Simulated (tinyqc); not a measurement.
Inside a calculation. Model: electron-beam lithography: double-Gaussian proximity function, edge placement and dose correction for parallel lines. Computed by tinyqc, a small Python program that keeps every step. Command: `OMP_NUM_THREADS=1 python tinyqc.py 3110162 3110163 out.jsonl proximity walk`. One thread of a shared host (Intel(R) Xeon(R) Processor @ 2.30GHz), about 0.01 s of CPU time with the checks. Intermediate numbers are printed to about 5 digits and carried at full precision; extremes and crossings named in words are read from the listed rows.

Lines are infinitely long. Absorbed energy is counted so that the middle of a very large area written at dose 1 receives 1; the resist develops where it exceeds 1/2.

Inputs (values chosen for the exercise, of the order of those for 100 keV electrons in resist on silicon):
```
quantity                              value               unit
forward range alpha                   0.012         micrometre
backscatter range beta                   31         micrometre
backscatter ratio eta                  0.88                  -
base dose D0                            110  microcoulomb/cm^2
beam current                             26                 nA
pixel size                                5                 nm
width of the test line                 0.19         micrometre
pattern density around the test line   0.19                  -
```

line widths (micrometre): 0.076  0.071  23  0.046  9.3

gaps between the lines (micrometre): 0.17  0.088  11  0.07

Constants: e = 1.602176634e-19 C.

## Layout

The first line starts at x = 0; each next one starts after the width and the gap.

Lines (micrometre):
```
line  left edge  right edge      centre
1         0.000  7.6000e-02  3.8000e-02
2         0.246  3.1700e-01  2.8150e-01
3         0.405  2.3405e+01  1.1905e+01
4        34.405  3.4451e+01  3.4428e+01
5        34.521  4.3821e+01  3.9171e+01
```

## Interaction matrix

f(r) = [exp(-r^2/alpha^2)/alpha^2 + eta exp(-r^2/beta^2)/beta^2]/(pi (1 + eta)). A line from a to b at dose d gives E(x) = d [S(alpha) + eta S(beta)]/(1 + eta), S(s) = [erf((b - x)/s) - erf((a - x)/s)]/2. M_ij is the mean of E at the two edges of line i from line j at dose 1.

M:
```
         1        2        3        4        5
1  0.26660  0.00060  0.16388  0.00011  0.01636
2  0.00065  0.26656  0.16477  0.00012  0.01668
3  0.00051  0.00048  0.43118  0.00023  0.03890
4  0.00019  0.00018  0.11572  0.26635  0.07684
5  0.00014  0.00013  0.09321  0.00037  0.34287
```

## Dose correction

Uncorrected edge energies are M 1. Solve M d = 1/2 for the doses d that put the mean edge energy of every line at the threshold.

edge energies at dose 1: 1 0.44757, 2 0.44878, 3 0.47129, 4 0.45928, 5 0.43672

corrected doses: 1 1.1546, 2 1.1496, 3 1.0508, 4 1.0814, 5 1.1705

largest over smallest dose = 1.1139

Line 5 needs the most and line 3 the least; a narrow isolated line much wider than alpha would need 1 + eta = 1.88.

## Printed widths

Edges are the roots of E(x) = 1/2 between a line centre and the middle of the next gap. Three cases: dose 1 everywhere; one common dose equal to the mean of d; the corrected doses.

Width error, printed less drawn (nm):
```
line  drawn width (nm)   dose 1  mean dose  corrected
1                   76  -4.2369     0.1356   3.00e-06
2                   71  -4.1366     0.2328   2.00e-06
3                23000  -2.3152     2.0486   1.44e-04
4                   46  -3.2769     1.0729   1.00e-06
5                 9300  -5.1686    -0.7358   2.68e-04
```

With the common mean dose the errors span 2.8 nm. With corrected doses the largest error is below 0.01 nm.

## Dose to size and latitude

A test line of width w << beta in surroundings of density rho, all at dose d: near its edge E(x) = d [S + eta rho]/(1 + eta), S = [erf((b - x)/alpha) - erf((a - x)/alpha)]/2 for edges a and b, the second term being the background energy. Dose to size d_s = (1 + eta)/(erf(w/alpha) + 2 eta rho), dose = d_s D0; edge slope d [1 - exp(-w^2/alpha^2)]/(sqrt(pi) alpha (1 + eta)); width change per 1 % of dose = 2 x 0.01 x (1/2)/slope.

dose to size d_s = 1.4089

dose = 154.98 microcoulomb/cm^2

edge slope = 0.035234 1/nm

width change per 1 % of dose = 0.28382 nm

background energy = 0.12530

The background supplies 25 % of the threshold.

## Shot noise and writing time

With dose = d_s D0: electrons per pixel N = dose x pixel area/e; relative noise 1/sqrt(N); time per cm^2 of pattern area = dose x density/current; pixel rate = current/(dose x pixel area).

electrons per pixel = 241.82

shot noise = 6.4306 %

writing time per cm^2 = 0.31459 h

pixel rate = 671.07 MHz

Checks made by the program: corrected edge energies (relative difference below 1e-10).
